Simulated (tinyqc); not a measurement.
# Doping and voltage from widths and field

Question. In the depletion approximation an abrupt p-n junction has a triangular field: peak E = q Nd xn/(eps0 eps_r) = q Na xp/(eps0 eps_r), W = xn + xp, and Vbi - V = E W/2. Find Nd, Na and Vbi - V.

Values chosen for this exercise:
- eps_r = 11.4 (relative permittivity)

Constants: q = 1.602176634e-19 C, eps0 = 8.8541878128e-14 F/cm where lengths are in cm. Results are converted to the units shown.

W = 2305.9972 nm
peak field = 80.166465 kV/cm
xn = 10.307180 nm

Solution. Gauss's law on each side gives its doping from the peak field and its width; the voltage is the area of the triangle.

Nd = 4.900e17 cm^-3
Na = 2.200e15 cm^-3
Vbi - V = 9.243 V

Program tinyqc, `OMP_NUM_THREADS=1 python tinyqc.py 2000093 2000094 out.jsonl`; Intel Xeon 2.30GHz, shared host, one thread, about 0.05 s.
